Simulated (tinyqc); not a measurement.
From results back to parameters: delta-doped layer in the Thomas-Fermi potential. Four cases, with inputs chosen for the exercise.

Problem. The depth of the well was computed from a hidden sheet density.

All donors ionised in the plane z = 0, zero temperature, energies from the Fermi level EF of the Thomas-Fermi model, which lies at the bulk band edge; c = hbar^2/2m0, q = e^2/(4 pi eps0). Layer in a (001) plane: two valleys with m_z = ml, m_d = mt (unprimed) and four with m_z = mt, m_d = sqrt(ml mt) (primed); m3 = (ml mt^2)^(1/3), gv = 6. With n = (gv/3 pi^2)(m3 (-V)/c)^(3/2) and V'' = -(4 pi q/eps) n for z > 0, the solution is V = -b/(|z| + z0)^4 with sqrt(b) = 20/K, K = (4 pi q/eps)(gv/3 pi^2)(m3/c)^(3/2), and z0^5 = 4b/(e F0), e F0 = 2 pi q N/eps; 1e13/cm^2 = 1e-3/angstrom^2. Exchange and correlation are left out.

Constants: hbar^2/2m0 = 3.80998211 eV angstrom^2; e^2/(4 pi eps0) = 14.39964547 eV angstrom.

Case 1.

Values chosen (out of a larger set: near those of a delta-doped layer in Si; not measured data): ml = 0.904 m0 (longitudinal mass); mt = 0.193 m0 (transverse mass); eps = 12 (dielectric constant).

depth = 0.124127 eV

Case 2.

Values chosen (out of a larger set: near those of a delta-doped layer in Si; not measured data): ml = 0.901 m0 (longitudinal mass); mt = 0.191 m0 (transverse mass); eps = 11.9 (dielectric constant).

depth = 0.180749 eV

Case 3.

Values chosen (out of a larger set: near those of a delta-doped layer in Si; not measured data): ml = 0.934 m0 (longitudinal mass); mt = 0.195 m0 (transverse mass); eps = 11.5 (dielectric constant).

depth = 0.761809 eV

Case 4.

Values chosen (out of a larger set: near those of a delta-doped layer in Si; not measured data): ml = 0.925 m0 (longitudinal mass); mt = 0.189 m0 (transverse mass); eps = 11.8 (dielectric constant).

depth = 0.357909 eV

Find: b; z0; N.

Solution. b does not depend on N; z0 = (b/depth)^(1/4), e F0 = 4b/z0^5 and N = eps e F0/(2 pi q).

Case 1.

b = 7.036e+04 eV angstrom^4
z0 = 27.44 angstrom
N = 2.40 x 1e13/cm^2

Case 2.

b = 7.088e+04 eV angstrom^4
z0 = 25.02 angstrom
N = 3.80 x 1e13/cm^2

Case 3.

b = 6.127e+04 eV angstrom^4
z0 = 16.84 angstrom
N = 23.0 x 1e13/cm^2

Case 4.

b = 6.933e+04 eV angstrom^4
z0 = 20.98 angstrom
N = 8.90 x 1e13/cm^2

Computed by tinyqc, one run a case: `OMP_NUM_THREADS=1 python tinyqc.py N N+1 out.jsonl` with N = 1280298, 1280307, 1280323, 1280465; one thread of a shared Intel(R) Xeon(R) Processor @ 2.30GHz, about 0.3 s a run at most.
